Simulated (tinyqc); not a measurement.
A particle near a wafer in liquid: double-layer and van der Waals forces (DLVO), deposition barrier and removal: one step, computed by the program tinyqc. Command: `OMP_NUM_THREADS=1 python tinyqc.py 3114309 3114310 out.jsonl dlvo walk`. One thread of a shared host (Intel(R) Xeon(R) Processor @ 2.30GHz), about 0.01 s of CPU time with the checks.

Sphere and flat wall, Derjaguin approximation, constant potentials in the linear-superposition form, no retardation and no hydration force.

Task: Barrier and secondary minimum. U(h) = Z R exp(-kappa h) - A R/(6 h); F(h) = -dU/dh = kappa Z R exp(-kappa h) - A R/(6 h^2), positive for repulsion. F = 0 reads x^2 exp(-x) = y with x = kappa h and y = A kappa/(6 Z); the left side peaks at x = 2 with 4/e^2 = 0.5413, so roots exist for smaller y: x < 2 is the barrier, x > 2 the secondary minimum.

Inputs (values chosen for the exercise, of the order of those for alumina on silica in water): particle radius R = 240 nm; Hamaker constant A = 1.1e-20 J; temperature T = 323 K.

kappa = 0.1296256 1/nm

Z = 5.437314 pN

Constants: k_B = 1.380649e-23 J/K.

Give: y; position of the barrier; barrier height; position of the secondary minimum; energy at the secondary minimum.

Result:

y = 0.04371

position of the barrier = 1.814 nm

barrier height = 176.9 k_B T

position of the secondary minimum = 54.24 nm

energy at the secondary minimum = -1.560 k_B T

A barrier above 15 k_B T practically stops deposition.
